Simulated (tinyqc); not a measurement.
What moves the results: sp3s* tight binding with spin-orbit coupling. A value that a table varies takes the place of the one given here.

sp3s* tight binding, nearest neighbours only: anion (a) at 0, cation (c) at a/4 (1,1,1), orbitals s, px, py, pz, s* on each; k in units of 2 pi/a. With phases e_j = exp(i (pi/2) k.n_j) for n = (1,1,1), (1,-1,-1), (-1,1,-1), (-1,-1,1): g0 = (e1+e2+e3+e4)/4, g1 = (e1+e2-e3-e4)/4, g2 = (e1-e2+e3-e4)/4, g3 = (e1-e2-e3+e4)/4. The diagonal holds the levels Esa, Epa, Exa (s*) and Esc, Epc, Exc. Anion-cation block: <sa|sc> = Vss g0; <sa|xc> = Vsapc g1; <xa|sc> = -Vscpa g1; <xa|xc> = Vxx g0; <xa|yc> = <ya|xc> = Vxy g3, <xa|zc> = <za|xc> = Vxy g2, <ya|zc> = <za|yc> = Vxy g1; <s*a|xc> = Vxapc g1; <xa|s*c> = -Vpaxc g1; y and z take g2 and g3 in place of g1; s-s* and s*-s* vanish.

Spin-orbit coupling acts within the p shell of each atom as (D/3) L.sigma, D = Da or Dc: it puts four states at Ep + D/3 and two at Ep - 2D/3.

Values chosen for the exercise (near a published set for GaP, fitted to gaps, whose masses and valley positions are rough; spin-orbit coupling, where it is added without a refit, lifts the valence top and shrinks all gaps by about a third of the splitting; shifted at random, so the results belong to these values and not to a real crystal):
```
symbol  value   unit  meaning
Esa     -8.137  eV    s level of the anion
Epa     1.122   eV    p level of the anion
Esc     -2.209  eV    s level of the cation
Epc     4.108   eV    p level of the cation
Exa     8.546   eV    s* level of the anion
Exc     7.135   eV    s* level of the cation
Vss     -7.458  eV    s-s
Vxx     2.135   eV    px-px
Vxy     5.154   eV    px-py
Vsapc   4.296   eV    s anion, p cation
Vscpa   6.343   eV    s cation, p anion
Vxapc   4.62    eV    s* anion, p cation
Vpaxc   5.134   eV    p anion, s* cation
Da      0.066   eV    atomic spin-orbit splitting, anion
Dc      0.171   eV    the same, cation
eta     2.5           scaling exponent
D001    0.89          ratio -ezz/exx
```

## What the s* orbital does

The s* couplings Vxapc and Vpaxc are scaled by f; f = 0 is the plain sp3 model. Gaps from the top of the valence band at Gamma; the Delta value is the minimum on (x,0,0), 0.5 <= x <= 1.

Gaps (eV):
```
f      Gamma   Delta       L  x of the minimum
0.00  2.8132  4.7750  3.6307             0.500
0.25  2.8132  4.6476  3.5117             0.500
0.50  2.8132  4.2851  3.2043             1.000
0.75  2.8132  3.3445  2.7987             1.000
0.90  2.8132  2.7526  2.5358             1.000
1.00  2.8132  2.3529  2.3572             1.000
1.10  2.8132  1.9513  2.1765             1.000
```

The gap at Gamma stays, since g1 to g3 vanish there. From f = 0 to 1 the s* levels lower the Delta value by 2.422 eV and L by 1.273 eV. For f = 0 and 0.25 the least value lies at x = 0.5, the end of the range: any valley further out lies above that value until s* has lowered it enough. The lowest of the three is Gamma at f = 0 and the Delta line at f = 1.

## Hydrostatic strain (sp3s* tight binding with spin-orbit coupling, strained)

Strain e moves each bond vector to d = (1 + e) d0 (no internal displacement for the diagonal strains used here) and k is given in fractions of the strained reciprocal cell, so the phases stay. Two-centre values Vss_sigma = Vss/4, Vsp_sigma = sqrt3 V/4 for each s-p and s*-p pair, Vpp_sigma = (Vxx + 2 Vxy)/4, Vpp_pi = (Vxx - Vxy)/4 are scaled by (d0/d)^eta and combined with the new direction cosines; the levels on the diagonal stay.

exx = eyy = ezz = e. Gaps as measured from the top of the valence band; the deformation potentials are (gap(0.01) - gap(-0.01))/0.06.

Gaps (eV):
```
e       Gamma   Delta       L  x of the minimum
-0.03  3.5040  2.3389  2.6614             1.000
-0.02  3.2645  2.3426  2.5571             1.000
-0.01  3.0344  2.3473  2.4557             1.000
0.00   2.8132  2.3529  2.3572             1.000
0.01   2.6006  2.3593  2.2618             1.000
0.02   2.3961  2.3664  2.1696             1.000
0.03   2.1995  2.3740  2.0805             1.000
```

gap deformation potentials (eV): Gamma -7.230, Delta 0.199, L -3.231

Per unit of volume strain the gaps move by -7.23 (Gamma), +0.20 (Delta) and -3.23 eV (L). The lowest valley changes from the Delta line to L between e = 0 and 0.01. These potentials follow from the one exponent eta, which fitted models replace by one for each integral; with it the sizes are rough, the sign for Delta can be wrong (in Si, Ge and the III-V crystals measured values are small and positive), and the pressures at which valleys cross, and which valley takes over, are rough too. A gap of zero, where one is listed, marks an s level that has sunk below the valence top.

## Biaxial strain splits the top of the valence band (sp3s* tight binding, strained)

No spin-orbit coupling; k = 0; exx = eyy = e, ezz = -D001 e. The four bonds keep equal lengths, and the sums over them give Vxx(e) for px and py and Vzz(e) for pz; each level is the lower root of [[Epa, V], [V, Epc]], and the s level the upper root of the s block. The shear potential b follows from E(x,y) - E(z) = 3 b (exx - ezz), taken as the slope between e = -0.005 and 0.005.

Couplings and levels at Gamma (eV):
```
e           ezz  Vxx(e)  Vzz(e)   E(x,y)     E(z)  E(x,y) - E(z) (meV)  upper s level
-0.020   0.0178  2.0401  2.4422   0.0870  -0.2474                334.4         2.9796
-0.010   0.0089  2.0887  2.2866   0.0476  -0.1159                163.5         2.9163
-0.005   0.0044  2.1121  2.2103   0.0285  -0.0523                 80.8         2.8844
0.005   -0.0044  2.1573  2.0607  -0.0086   0.0703                -78.9         2.8203
0.010   -0.0089  2.1791  1.9874  -0.0265   0.1293               -155.8         2.7881
0.020   -0.0178  2.2209  1.8438  -0.0611   0.2425               -303.6         2.7233
```

b = -2.816 eV

Under tension in the plane (e > 0) the bonds tilt towards the plane, Vxx grows to 2.1791 and Vzz falls to 1.9874 eV at e = 0.01, and the pz state forms the top of the valence band, by 155.8 meV; under compression (e = -0.01) the px, py pair does, by 163.5 meV. The slope gives b = -2.82 eV, a rough value, since on-site strain terms are left out (measured values lie near -2 eV).

## What each parameter does

Gaps from the top of the valence band at Gamma; Delta is the minimum on (x,0,0), 0.5 <= x <= 1. Each row changes one parameter from the base and keeps the others.

Results:
```
case              Ev (eV)  gap Gamma (eV)  gap Delta (eV)  gap L (eV)
base               0.0392          2.8132          2.3529      2.3572
Vxapc = 4.32 eV    0.0392          2.8132          2.6125      2.4342
Esc = -2.509 eV    0.0392          2.6090          2.3529      2.2430
Epc = 3.808 eV    -0.0271          2.8795          2.2446      2.3464
Vsapc = 3.996 eV   0.0392          2.8132          2.2137      2.2544
Vxy = 5.354 eV     0.0392          2.8132          2.3529      2.3081
Epa = 1.422 eV     0.2729          2.5795          2.1193      2.1418
```

The largest shifts from the base row, up to three for each result and ties (the steps differ in size, so this ranks the rows, not the parameters). Ev (eV): Epa +0.2337, Epc -0.0663; unchanged at the printed digits by Vxapc, Esc, Vsapc and Vxy. gap Gamma (eV): Epa -0.2337, Esc -0.2042, Epc +0.0663; unchanged at the printed digits by Vxapc, Vsapc and Vxy. gap Delta (eV): Vxapc +0.2596, Epa -0.2336, Vsapc -0.1392; unchanged at the printed digits by Esc and Vxy. gap L (eV): Epa -0.2154, Esc -0.1142, Vsapc -0.1028. Vxapc, Vsapc and Vxy cannot move Ev or the gap at Gamma, whose blocks do not hold them; s parameters never move Ev, and move the gap only where the lowest empty level at Gamma is s-like.

tinyqc: `OMP_NUM_THREADS=1 python tinyqc.py 1482016 1482017 out.jsonl`; about 0.1 s, one thread, shared Intel(R) Xeon(R) Processor @ 2.30GHz.
